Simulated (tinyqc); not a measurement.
## Junction parameters from two forward currents

Problem. D(v) = J1 (exp(v/Vt) - 1) + J2 (exp(v/(2 Vt)) - 1). Find J1, J2 and the voltage 2 Vt ln(J2/J1) near which both parts are equal.

Values chosen for this exercise: temperature T = 398 K.

Constants: q = 1.602176634e-19 C, kB = 1.380649e-23 J/K, Vt = kB T/q. Results are converted to the units shown.

junction voltages (V): 0.32  0.62
currents (uA/um): 2.1193763e-6  2.6775604e-4

Answer. The current is linear in J1 and J2, so two points give two equations.

J1 = 1.400e-12 uA/um
J2 = 2.000e-8 uA/um
crossover = 0.6562 V

Computed by the program tinyqc: `OMP_NUM_THREADS=1 python tinyqc.py 2182213 2182214 out.jsonl`, one thread of a shared Intel Xeon 2.30GHz, about 0.2 s for the whole run.
